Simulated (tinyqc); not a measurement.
# Changing the Stoner parameter I

Model: Stoner model of a band magnet at zero temperature. Computed by tinyqc, a small Python program. Command: `OMP_NUM_THREADS=1 python tinyqc.py 3011089 3011090 out.jsonl stoner sweep`. One thread of a shared host (Intel(R) Xeon(R) Processor @ 2.30GHz), about 0.04 s of CPU time with the checks.

Five orbitals per spin share one band; u = (E - E_bottom)/W runs from 0 to 1, and the states per spin, atom and energy are g = 5 d(u)/W with d = (8/pi) sqrt(u (1 - u)). N(u) is the integral of d from 0. The moment m = n_up - n_down (electrons per atom) moves the fillings to n +/- m/10; the energy is E(m) = E_band(m) - I m^2/4.

Inputs (values chosen for the exercise, for a model d band): band width W = 4.1 eV; filling n per spin orbital = 0.74; start moment m0 = 0.79 mu_B; largest number of steps = 600.

Density of states: semi-elliptic.

Method. Solve N(u_F) = n; g_F = 5 d(u_F)/W; the Stoner product is I g_F. Split the bands by Delta = I m, find the common Fermi level that keeps 10 n electrons, and read m(out) = 5 [N(u + Delta/(2W)) - N(u - Delta/(2W))], N clipped to 0 and 1. Start from m0 (at most 0.9 m_max, m_max = 10 min(n, 1 - n)); stop when m changes by less than 1e-8; moments under 1e-5 count as 0.

One run for each value:
```
Stoner parameter I (eV)  moment m (mu_B)  Stoner product I g_F
0.248                             0.0000                0.3551
0.305                             0.0000                0.4367
0.363                             0.0000                0.5198
0.420                             0.0000                0.6014
0.478                             0.0000                0.6844
0.535                             0.0000                0.7660
0.593                             0.0000                0.8491
0.650                             0.0000                0.9307
0.765                             2.4020                1.0953
```

Over the rows, moment m (mu_B) rises from 0 to 2.40, flat over part of the range; Stoner product I g_F rises from 0.355 to 1.10 (exponent d ln y / d ln x about 1.0 throughout). The moment appears between I = 0.650 and 0.765 eV, where I g_F goes from 0.93 to 1.10. Left out: 0.708 (too near the Stoner point).

Extremes, crossings and ranges named in words are read from the listed rows.
